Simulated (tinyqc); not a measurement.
Special k points of the square lattice: sweeps and comparisons. A value that a table varies takes the place of the one given here.

Lattice vectors in units of a: a1 = (1, 0), a2 = (0, 1); reciprocal vectors b_i with a_i . b_j = 2 pi delta_ij. Mesh: k = sum_i f_i b_i with f_i = (2 j_i + shift)/(2 N), j_i = 0 .. N-1. The point group of the lattice has 8 operations; only those that map the mesh onto itself are used.

A_m(k) = sum over the m-th star of lattice vectors R of cos(k . R), stars in order of length: m = 1: |R|^2 = 1, 4 vectors, such as (1, 0) in the basis a_i; m = 2: |R|^2 = 2, 4 vectors, such as (1, 1) in the basis a_i; m = 3: |R|^2 = 4, 4 vectors, such as (2, 0) in the basis a_i; m = 4: |R|^2 = 5, 8 vectors, such as (2, 1) in the basis a_i; m = 5: |R|^2 = 8, 4 vectors, such as (2, 2) in the basis a_i; m = 6: |R|^2 = 9, 4 vectors, such as (3, 0) in the basis a_i. The zone mean of every A_m is zero.

Test function, the lower band of a two-band insulator: E(k) = -sqrt(D^2 + (e0 - t A_1(k))^2).

Values chosen for the exercise:
```
symbol  value  unit  meaning
D       1.33   eV    half gap term
t       0.84   eV    coupling
e0      1.55   eV    offset
N       8            points along each reciprocal vector
shift   1            half steps
```

## Mesh size and shift

Errors of the mean of E against the unshifted mesh with N = 96. The fifth column is |R|^2 of the shortest star with a non-zero mean.

Meshes:
```
mesh,points,irreducible,operations,|R|^2 missed,error (meV)
2 Gamma,4,3,8,4.00,-417.511
2 shifted,4,1,8,4.00,394.552
3 Gamma,9,3,8,9.00,-35.173
3 shifted,9,3,8,9.00,62.190
4 Gamma,16,6,8,16.00,5.375
4 shifted,16,3,8,16.00,-11.900
5 Gamma,25,6,8,25.00,1.989
5 shifted,25,6,8,25.00,-1.575
6 Gamma,36,10,8,36.00,-0.764
6 shifted,36,6,8,36.00,1.146
8 Gamma,64,15,8,>49,0.145
8 shifted,64,10,8,>49,-0.105
10 Gamma,100,21,8,>49,-0.022
10 shifted,100,15,8,>49,0.015
```

reference mean = -2.43695 eV

The shifted mesh has the smaller error for 4 of 7 values of N and the larger for 3. The cheapest mesh within 1 meV is 6 Gamma and 8 shifted, with 10 irreducible points. A mesh misses the lattice vectors N (n1 a1 + n2 a2 + ...); the half shift gives each the sign (-1)^(n1 + n2 + ...), so the 4 shortest ones add up to -4 in place of 4: their term only changes sign. The shift keeps the full symmetry; it leaves fewer irreducible points for N = 2, 4, 6, 8 and 10.

## Gap and mesh density

D takes the values listed; errors against the unshifted mesh with N = 192, for unshifted meshes.

Errors (meV):
```
D (eV),reference (eV),N = 2,N = 4,N = 6,N = 8
0.2,-1.9170,-548.218,41.287,-1.568,3.797
0.4,-1.9697,-525.667,26.852,-2.427,2.514
0.8,-2.1351,-475.405,11.918,-1.783,0.774
1.5,-2.5478,-401.829,4.455,-0.566,0.087
2.5,-3.2895,-330.330,2.195,-0.094,0.006
4.0,-4.5659,-259.864,1.177,-0.011,0.000
```

The first listed N from which the error stays below 0.5 meV is none for D = 0.2, none for D = 0.4, none for D = 0.8, 8 for D = 1.5, 6 for D = 2.5, 6 for D = 4 eV. A larger D makes the function smoother, so its Fourier coefficients fall faster with |R|.

## One point for the whole zone

The mean-value (Baldereschi) point is taken at k = (2 pi/a) (0.25, 0.25), that is f = (0.25, 0.25); the reference is the mesh with N = 96.

Single points:
```
point,A_1,A_2,A_3,A_4,E (eV)
Gamma,4.000,4.000,4.000,8.000,-2.2461
mean-value point,0.000,0.000,-4.000,0.000,-2.0424
zone-face centre b1/2,0.000,-4.000,4.000,0.000,-2.0424
```

reference mean = -2.4370 eV

The mean-value point makes A_1, A_2 and A_4 vanish. Its error is +395 meV, against +191 meV at Gamma and +395 meV at b1/2. E is not linear in A_1; its powers hold sums of nearest vectors and a non-zero mean, so this point is not exact. A_1 has the same value at b1/2, and E depends on A_1 alone, so this test cannot tell the two points apart. Gamma comes closer here only by chance, since none of its A_m vanish.

## What moves the zone average

Mean of E over the mesh, and its error against the unshifted mesh with N = 96. Each row changes one parameter from the base and keeps the others.

Results:
```
case,mean (eV),error (meV),irreducible points
base,-2.4371,-0.10,10
N = 9,-2.4370,-0.01,15
shift = 0,-2.4368,0.15,15
D = 0.931 eV,-2.2029,-0.41,10
t = 1.092 eV,-2.7070,-0.03,10
```

The largest shifts from the base row, up to three for each result and ties (the steps differ in size, so this ranks the rows, not the parameters). mean (eV): t -0.2700, D +0.2342, shift +0.0003. error (meV): D -0.30, shift +0.25, N +0.09. irreducible points: N +5, shift +5; unchanged at the printed digits by D and t.

Computed by tinyqc, a small Python program: `OMP_NUM_THREADS=1 python tinyqc.py 1682447 1682448 out.jsonl` (the numbers bound the seed that draws the inputs); one thread of a shared host (Intel(R) Xeon(R) Processor @ 2.30GHz), about 0.09 s for the whole set of steps.
